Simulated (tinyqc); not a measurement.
How the errors depend on the field: Haynes-Shockley experiment: drift, diffusion and decay of a minority-carrier pulse. Computed by tinyqc, a small Python program. Command: `OMP_NUM_THREADS=1 python tinyqc.py 3112843 3112844 out.jsonl haynes walk`. One thread of a shared host (Intel(R) Xeon(R) Processor @ 2.30GHz), about 0.01 s of CPU time with the checks.

A thin sheet of excess carriers is made at x = 0, t = 0 in a long uniform bar; injection is low, so the pulse moves with the minority mobility.

Inputs (values chosen for the exercise, modelled on holes in n-type silicon in a lightly doped bar): minority mobility mu = 464 cm^2/(V s); lifetime tau = 39 microsecond; temperature T = 300 K; field F = 34 V/cm; distance d to the collector = 0.3 cm; injected sheet density N0 = 2.5e+10 1/cm^2.

Constants: k_B = 8.617333262e-05 eV/K.

Method:
- D = mu k_B T/e, v = mu F.
- Transit time d/v, diffusion length sqrt(D tau), drift length v tau, Peclet number v d/D = e F d/(k_B T).
- dn(x, t) = N0/sqrt(4 pi D t) exp(-(x - v t)^2/(4 D t) - t/tau).
- At fixed x the signal peaks where d ln(dn)/dt = 0: a t^2 + t/2 - x^2/(4 D) = 0 with a = v^2/(4 D) + 1/tau.
- The full width at half maximum is found by solving dn(x, t) = peak/2 on both sides of the peak.
- With w that width: mu = d/(F t_p); D = (w d)^2/(16 ln2 t_p^3). The field is scaled by the factors listed.

D = 11.9953 cm^2/s

Errors of the simple reading:
```
factor  F (V/cm)   v d/D  v^2 tau/(4 D)  error of mu (%)  error of D (%)
0.5         17.0   197.3           50.6           1.4920         0.85398
0.7         23.8   276.2           99.1           0.8659         0.61208
1.0         34.0   394.6          202.3           0.5006         0.42911
1.5         51.0   591.8          455.2           0.2789         0.28623
2.5         85.0   986.4         1264.3           0.1410         0.17175
4.0        136.0  1578.2         3236.7           0.0788         0.10733
7.0        238.0  2761.9         9912.5           0.0413         0.06132
```

What follows from these numbers?

The error of mu falls from 1.49 to 0.0413 %. For large v d/D it is about D/(v d) + 2 D/(v^2 tau), here 0.0413 % in the last row: one part from spreading, one from recombination.

Extremes, crossings and ranges named in words are read from the listed rows.
